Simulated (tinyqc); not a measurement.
# Effective-mass impurity with a central-cell term, in a basis of Slater functions, step by step

A worked calculation. Computed by tinyqc, a small Python program that keeps every step. Command: `OMP_NUM_THREADS=1 python tinyqc.py 3030487 3030488 out.jsonl centralcell walk`. One thread of a shared host (Intel(R) Xeon(R) Processor @ 2.30GHz), about 0.01 s of CPU time with the checks. Intermediate numbers are printed to about 6 digits and carried at full precision; extremes and crossings named in words are read from the listed rows.

The envelope obeys H = -nabla^2 - (2/r) [Z + A exp(-kappa r)] in effective units, with kappa = a*/lambda; positive A deepens the well near the core.

Inputs (values chosen for the exercise, with mass and screening modelled on germanium): effective mass m = 0.227 m_0; dielectric constant eps = 15.6; charge Z of the core = 1; central-cell strength A = 15; central-cell range lambda = 0.72 angstrom; basis size n = 3; smallest exponent zeta_1 = 0.5 1/a*; ratio beta of exponents = 2.5.

Impurity: donor, one isotropic band.

Constants: Ry = 13.605693123 eV; a_0 = 0.529177210903 angstrom.

## Effective units

Units: Ry* = Ry m/eps^2 and a* = a_0 eps/m, with m in m_0. kappa = a*/lambda; the hydrogenic ground state is bound by Z^2 Ry*.

Ry* = 12.6910 meV

a* = 36.3664 angstrom

kappa = 50.5088 1/a*

hydrogenic binding energy = 12.6910 meV

## Matrices over the s basis

zeta_i = zeta_1 beta^(i-1), i = 1..n. For s functions exp(-zeta r), with s = zeta_i + zeta_j: S = 2/s^3, T = zeta_i zeta_j S, V = -2 Z/s^2, W = -2 A/(s + kappa)^2; each function is normalised by dividing by sqrt(S_ii S_jj).

exponents (1/a*): [0.5, 1.25, 3.125]

overlap S:
$$\begin{pmatrix}
1.00000 & 0.73756 & 0.32802 \\
0.73756 & 1.00000 & 0.73756 \\
0.32802 & 0.73756 & 1.00000
\end{pmatrix}$$

kinetic T (Ry*):
$$\begin{pmatrix}
0.25 & 0.460973 & 0.512526 \\
0.460973 & 1.5625 & 2.88108 \\
0.512526 & 2.88108 & 9.765625
\end{pmatrix}$$

Coulomb V (Ry*):
$$\begin{pmatrix}
-1 & -1.29073 & -1.18906 \\
-1.29073 & -2.5 & -3.22681 \\
-1.18906 & -3.22681 & -6.25
\end{pmatrix}$$

central cell W (Ry*):
$$\begin{pmatrix}
-0.00565363 & -0.0217111 & -0.0799786 \\
-0.0217111 & -0.0834093 & -0.307562 \\
-0.0799786 & -0.307562 & -1.13675
\end{pmatrix}$$

## Generalised eigenproblem

(T + V + W) c = E S c with c^T S c = 1 and the largest component positive.

two lowest levels (Ry*): [-1.04395, -0.14199]

coefficients of the lowest state: [0.231152, 0.817180, 0.000108]

<T> = 1.23145 Ry*

<W> = -0.0642618 Ry*

## Converged levels

Large basis: zeta_i = 0.06 x 1.6^(i-1), i = 1..22, same formulas; for p functions r exp(-zeta r): S = 24/s^5, T = zeta_i zeta_j S (centrifugal term included), V = -12 Z/s^4, W = -12 A/(s + kappa)^4; overlap eigenvalues below 1e-11 are dropped. Binding energies are -E Ry*; the effective quantum number is nu = Z/sqrt(-E); |psi(0)|^2 is given relative to the hydrogenic Z^3/(pi a*^3).

1s binding energy = 13.5995 meV

2s binding energy = 3.28303 meV

2p binding energy = 3.17272 meV

effective quantum number of 1s = 0.966021

relative |psi(0)|^2 = 4.98151

The central cell moves 1s by +0.908 meV, 2s by +0.110 meV and 2p by a negligible amount: p states vanish at the core, so the 2p level gives the hydrogenic scale and 1s the chemical shift. The small basis lies 0.35 meV above the converged 1s level.

## Chemical shift by three methods

First order: shift = 8 A Z^3/(2 Z + kappa)^2 Ry*. One exponent: minimise zeta^2 - 2 Z zeta - 8 A zeta^3/(2 zeta + kappa)^2 by golden section on 0.2 to 6 Z. All shifts are the binding beyond Z^2 Ry*.

Shift of the 1s binding energy (meV):
```
A       first order  one exponent  large basis
-15.00    -0.552349     -0.506430     -0.40400
-7.50     -0.276175     -0.264056     -0.23280
1.50       0.055235      0.055755      0.05742
3.75       0.138087      0.141399      0.15266
7.50       0.276175      0.289853      0.34204
15.00      0.552349      0.610951      0.90849
18.80      0.692278      0.787836      1.37285
```

The three columns are ordered, first order <= one exponent <= large basis, since each is a variational bound with more freedom. At the largest attractive A first order gives 50 % and one exponent 57 % of the shift; at the most repulsive A the true shift is -0.404 meV against -0.552. Attraction pulls the envelope in and feeds itself, repulsion pushes it out and saturates.

## Convergence with the basis

The error is the lowest level above the large-basis value.

Error of the 1s level:
```
n  error (meV)  largest exponent (1/a*)
1      4.00950              5.00000e-01
2      0.35077              1.25000e+00
3      0.35077              3.12500e+00
4      0.14303              7.81250e+00
5      0.07489              1.95312e+01
6      0.04591              4.88281e+01
7      0.04552              1.22070e+02
8      0.04535              3.05176e+02
```

The error falls from 4.01 to 0.0453 meV. The last function changes it by less than 5 %: it has levelled off, and what remains is set by beta and zeta_1, not by the range of exponents.

Checks made by the program: the large basis at A = 0 against Z^2, Z^2/4 and Z^2/4 (relative difference 5e-06).
